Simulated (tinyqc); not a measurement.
Worked calculation: Pariser-Parr-Pople SCF with singles CI, for the molecule NC1=CC=C2C=CC=C12 (SMILES; centres numbered as the heavy atoms are written). One step of it, computed by the program tinyqc.

Problem. PPP integrals. Ohno: gamma = 14.399645/sqrt(R^2 + a^2), a = 2 x 14.399645/(gamma_rr + gamma_ss); H_rr = -W_r - sum_(s != r) z_s gamma_rs; H_rs = beta for bonds.

Centres (angstrom, eV; a flat drawing with bonds scaled to 1.40 angstrom):
```
centre          x          y  core charge z          W   gamma_rr
1N      -2.291000   1.416000              2  23.720000  16.150000
2C      -1.379000   0.355000              1  10.930000  10.670000
3C      -1.701000  -1.008000              1  10.930000  10.670000
4C      -0.505000  -1.735000              1  10.930000  10.670000
5C       0.556000  -0.823000              1  10.930000  10.670000
6C       1.952000  -0.709000              1  10.930000  10.670000
7C       2.274000   0.654000              1  10.930000  10.670000
8C       1.078000   1.381000              1  10.930000  10.670000
9C       0.017000   0.469000              1  10.930000  10.670000
```

Resonance integrals (eV):
```
i  j       beta
1  2  -2.440000
2  3  -2.600000
3  4  -2.600000
4  5  -2.600000
5  6  -2.600000
6  7  -2.600000
7  8  -2.600000
8  9  -2.600000
9  2  -2.600000
9  5  -2.600000
```

Give: repulsion gamma_rs; core matrix H.

Solution.

repulsion gamma_rs (eV):
```
         1N       2C       3C       4C       5C       6C       7C       8C
1N  16.1500   8.1646   5.3017   3.8117   3.8117   2.9596   3.0308   4.0721
2C   8.1646  10.6700   7.4037   5.4608   5.4608   3.8418   3.6868   4.8238
3C   5.3017   7.4037  10.6700   7.4062   5.4623   3.6868   3.1894   3.6872
4C   3.8117   5.4608   7.4062  10.6700   7.4076   4.8238   3.6872   3.8434
5C   3.8117   5.4608   5.4623   7.4076  10.6700   7.4034   5.4604   5.4616
6C   2.9596   3.8418   3.6868   4.8238   7.4034  10.6700   7.4037   5.4608
7C   3.0308   3.6868   3.1894   3.6872   5.4604   7.4037  10.6700   7.4062
8C   4.0721   4.8238   3.6872   3.8434   5.4616   5.4608   7.4062  10.6700
9C   5.3018   7.4034   5.4604   5.4616   7.4053   5.4608   5.4623   7.4076

         9C
1N   5.3018
2C   7.4034
3C   5.4604
4C   5.4616
5C   7.4053
6C   5.4608
7C   5.4623
8C   7.4076
9C  10.6700
```

core matrix H (eV):
```
          1N        2C        3C        4C        5C        6C        7C        8C
1N  -60.1740   -2.4400    0.0000    0.0000    0.0000    0.0000    0.0000    0.0000
2C   -2.4400  -65.3403   -2.6000    0.0000    0.0000    0.0000    0.0000    0.0000
3C    0.0000   -2.6000  -57.8293   -2.6000    0.0000    0.0000    0.0000    0.0000
4C    0.0000    0.0000   -2.6000  -56.6440   -2.6000    0.0000    0.0000    0.0000
5C    0.0000    0.0000    0.0000   -2.6000  -62.6147   -2.6000    0.0000    0.0000
6C    0.0000    0.0000    0.0000    0.0000   -2.6000  -54.9304   -2.6000    0.0000
7C    0.0000    0.0000    0.0000    0.0000    0.0000   -2.6000  -53.2875   -2.6000
8C    0.0000    0.0000    0.0000    0.0000    0.0000    0.0000   -2.6000  -57.1649
9C    0.0000   -2.6000    0.0000    0.0000   -2.6000    0.0000    0.0000   -2.6000

          9C
1N    0.0000
2C   -2.6000
3C    0.0000
4C    0.0000
5C   -2.6000
6C    0.0000
7C    0.0000
8C   -2.6000
9C  -65.5949
```
